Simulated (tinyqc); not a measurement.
Hall factor, magnetoresistance and optical conductivity for a power-law relaxation time: one step, computed by the program tinyqc. Command: `OMP_NUM_THREADS=1 python tinyqc.py 3009294 3009295 out.jsonl magneto walk`. One thread of a shared host (Intel(R) Xeon(R) Processor @ 2.30GHz), about 0.01 s of CPU time with the checks.

One spherical parabolic band, tau(E) = tau_0 x^s with x = E/(k_B T). Landau quantisation is left out.

Problem. Response at frequency f. <y> = int y x^(3/2) f (1 - f) dx / int x^(3/2) f (1 - f) dx, f = 1/(1 + exp(x - eta)). Integrals over x = E/(k_B T) use 160 Gauss-Legendre points in u = sqrt(x) from 0 to sqrt(max(eta, 0) + 45). sigma(w) = (n e^2/m) <tau/(1 - i w tau)>, w = 2 pi f; eps = eps_inf + i sigma/(eps_0 w); N = sqrt(eps); absorption coefficient 2 w Im N/c; reflectivity |(N - 1)/(N + 1)|^2; plasma frequency sqrt(n e^2/(eps_inf eps_0 m))/(2 pi).

Inputs (values chosen for the exercise, with a mass close to that of electrons in silicon): effective mass m = 0.26 m_0; exponent s = 0.5; tau_0 = 36 fs; reduced Fermi level eta = -5; temperature T = 150 K; frequency f = 0.46 THz; background permittivity eps_inf = 15.5.

density n = 7.906469e+15 1/cm^3

Constants: e = 1.602176634e-19 C; m_0 = 9.1093837015e-31 kg; eps_0 = 8.8541878128e-12 F/m; c = 299792458 m/s.

Give: sigma(w); permittivity; refractive index; absorption coefficient; reflectivity; plasma frequency.

Solution.

sigma(w) = 0.4500+0.0774i S/cm

permittivity = 15.20+1.76i

refractive index = 3.905+0.225i

absorption coefficient = 43.41 1/cm

reflectivity = 0.3521

plasma frequency = 0.3977 THz
